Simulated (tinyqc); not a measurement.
Size effects in the resistivity of thin metal films and interconnect lines: one step, computed by the program tinyqc. Command: `OMP_NUM_THREADS=1 python tinyqc.py 3024349 3024350 out.jsonl size walk`. One thread of a shared host (Intel(R) Xeon(R) Processor @ 2.30GHz), about 0.01 s of CPU time with the checks.

Electrons lose their drift at surfaces (a share 1 - p of the hits) and at grain boundaries (reflection R), besides bulk scattering.

Task: Grain boundaries. Mayadas-Shatzkes: alpha = (lambda/D) R/(1 - R); rho_b/rho = 1 - 3 alpha/2 + 3 alpha^2 - 3 alpha^3 ln(1 + 1/alpha).

Inputs (values chosen for the exercise, modelled on copper): bulk mean free path lambda = 39.8 nm; grain-boundary reflection R = 0.58.

Geometry: film.

grain size D = 118.8 nm

Give: alpha; rho/rho_b from grains.

Result:

alpha = 0.4626

rho/rho_b from grains = 1.650

The linear estimate 1 + 3 alpha/2 gives 1.694, 3 % high; at large alpha the slope is 4/3.
